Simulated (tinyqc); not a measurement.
# From one set of inputs to another, one input at a time

Model: spin coating of a resist or spin-on film: centrifugal thinning, evaporation and the final thickness (Emslie and Meyerhofer models). Computed by tinyqc, a small Python program. Command: `OMP_NUM_THREADS=1 python tinyqc.py 3112545 3112546 out.jsonl spincoat ladder`. One thread of a shared host (Intel(R) Xeon(R) Processor @ 2.30GHz), about 0.2 s of CPU time with the checks.

A Newtonian film stays uniform over the wafer; solvent and solids have the same density and the concentration is uniform through the thickness.

The inputs printed are set A. Inputs not listed in the table keep their values of set A, so the rows need not describe a real material.

Inputs (values chosen for the exercise, of the order of those of a polymer resist in an ester solvent):
```
quantity                                 value          unit
solids volume fraction c0                 0.17             -
kinematic viscosity of the solvent nu_s      1        mm^2/s
viscosity constant k                      5100        mm^2/s
viscosity exponent gamma                   2.1             -
spin speed f                              6000           rpm
evaporation rate at 1000 rpm e0          0.067  micrometre/s
starting thickness h0                      100    micrometre
wafer radius R                             150            mm
shrinkage in the bake                      3.1             %
```

Method:
- omega = 2 pi f/60; nu(c) = nu_s + k c^gamma; evaporation rate e = e0 sqrt(f/1000 rpm).
- Flow constant K = 2 omega^2/(3 nu(c0)); Reynolds number of the air omega R^2/nu_air with nu_air = 15 mm^2/s.
- Meyerhofer estimate: flow rules until (1 - c0) K h^3 = e, then evaporation alone: h_w = (e/((1 - c0) K))^(1/3), dry film c0 h_w.
- Full model for solids s and liquid l per area, h = s + l, c = s/h: ds/dt = -c Q, dl/dt = -(1 - c) Q - e, Q = 2 omega^2 h^3/(3 nu(c)); integrated adaptively (relative tolerance 1e-9) until l = 0.
- Dry film = s at l = 0, before the bake; film after the bake = s x (1 - shrinkage).

Each row keeps all changes above it:
```
input moved                                        from     to  time to dry (s)  dry film, estimate (nm)  wet thickness h_w (micrometre)
set A                                                 -      -            29.77                      772                           4.539
viscosity exponent gamma                            2.1    2.7            21.48                      544                           3.201
starting thickness h0 (micrometre)                  100    300            21.49                      544                           3.201
spin speed f (rpm)                                 6000   3000            42.97                      769                           4.526
kinematic viscosity of the solvent nu_s (mm^2/s)      1    2.2            43.28                      776                           4.567
evaporation rate at 1000 rpm e0 (micrometre/s)    0.067   0.31            15.58                     1294                           7.611
solids volume fraction c0                          0.17  0.021             6.04                       57                           2.696
viscosity constant k (mm^2/s)                      5100   1100             5.85                       56                           2.650
```

Where does the difference come from?

Time to dry goes from 29.8 to 5.85, a factor 0.197 in all. The largest single move comes from evaporation rate at 1000 rpm e0 (a factor 0.360), and spin speed f works against it (a factor 2.00). dry film, estimate goes from 772 to 55.6, a factor 0.0721 in all. The largest single move comes from solids volume fraction c0 (a factor 0.0438), and evaporation rate at 1000 rpm e0 works against it (a factor 1.67). wet thickness h_w goes from 4.54 to 2.65, a factor 0.584 in all. The largest single move comes from solids volume fraction c0 (a factor 0.354), and evaporation rate at 1000 rpm e0 works against it (a factor 1.67). The single moves hold for this order of the switches; the total does not depend on the order.

Caution (all rows): above a Reynolds number of about 3e5 the air flow near the rim turns turbulent, and evaporation is no longer uniform.

Extremes, crossings and ranges named in words are read from the listed rows.
